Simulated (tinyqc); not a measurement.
From results back to parameters: cyclotron resonance of ellipsoidal valleys, Si type. Five cases, with inputs chosen for the exercise.

Problem. The cyclotron masses of the valleys [100] and [001] at this angle were computed from hidden ml and mt.

Valleys along [100], [010], [001] (each with its opposite partner), mass ml along the axis and mt across it. B lies in the (1-10) plane, b = (sin(theta)/sqrt2, sin(theta)/sqrt2, cos(theta)). For the angle phi between B and the axis, 1/mc^2 = cos^2(phi)/mt^2 + sin^2(phi)/(mt ml). Resonance: h nu = 2 muB B/mc, h = 2 pi hbar.

Case 1.

Values chosen (out of a larger set: near those of Si; not measured data): theta = 46 degrees (angle of B from [001] towards [110]).

mc of [100] = 0.301703 m0
mc of [001] = 0.253107 m0

Case 2.

Values chosen (out of a larger set: near those of Si; not measured data): theta = 72 degrees (angle of B from [001] towards [110]).

mc of [100] = 0.261595 m0
mc of [001] = 0.364730 m0

Case 3.

Values chosen (out of a larger set: near those of Si; not measured data): theta = 8 degrees (angle of B from [001] towards [110]).

mc of [100] = 0.420305 m0
mc of [001] = 0.198521 m0

Case 4.

Values chosen (out of a larger set: near those of Si; not measured data): theta = 34 degrees (angle of B from [001] towards [110]).

mc of [100] = 0.339004 m0
mc of [001] = 0.227753 m0

Case 5.

Values chosen (out of a larger set: near those of Si; not measured data): theta = 73 degrees (angle of B from [001] towards [110]).

mc of [100] = 0.250599 m0
mc of [001] = 0.356774 m0

Find: X = 1/mt^2; Y = 1/(mt ml); mt; ml.

Solution.

Case 1.

X = 1/mt^2 = 26.30
Y = 1/(mt ml) = 5.642
mt = 0.195 m0
ml = 0.91 m0

With cos^2(phi) = 0.2587 and 0.4826, the two values of 1/mc^2 are linear equations for X and Y; mt = 1/sqrt(X), ml = sqrt(X)/Y.

Case 2.

X = 1/mt^2 = 25.51
Y = 1/(mt ml) = 5.618
mt = 0.198 m0
ml = 0.90 m0

With cos^2(phi) = 0.4523 and 0.0955, the two values of 1/mc^2 are linear equations for X and Y; mt = 1/sqrt(X), ml = sqrt(X)/Y.

Case 3.

X = 1/mt^2 = 25.77
Y = 1/(mt ml) = 5.464
mt = 0.197 m0
ml = 0.93 m0

With cos^2(phi) = 0.0097 and 0.9806, the two values of 1/mc^2 are linear equations for X and Y; mt = 1/sqrt(X), ml = sqrt(X)/Y.

Case 4.

X = 1/mt^2 = 25.51
Y = 1/(mt ml) = 5.587
mt = 0.198 m0
ml = 0.90 m0

With cos^2(phi) = 0.1563 and 0.6873, the two values of 1/mc^2 are linear equations for X and Y; mt = 1/sqrt(X), ml = sqrt(X)/Y.

Case 5.

X = 1/mt^2 = 27.70
Y = 1/(mt ml) = 6.001
mt = 0.190 m0
ml = 0.88 m0

With cos^2(phi) = 0.4573 and 0.0855, the two values of 1/mc^2 are linear equations for X and Y; mt = 1/sqrt(X), ml = sqrt(X)/Y.

Computed by tinyqc, one run a case: `OMP_NUM_THREADS=1 python tinyqc.py N N+1 out.jsonl` with N = 1251624, 1251705, 1251751, 1251843, 1251942; one thread of a shared Intel(R) Xeon(R) Processor @ 2.30GHz, about 0.01 s a run at most.
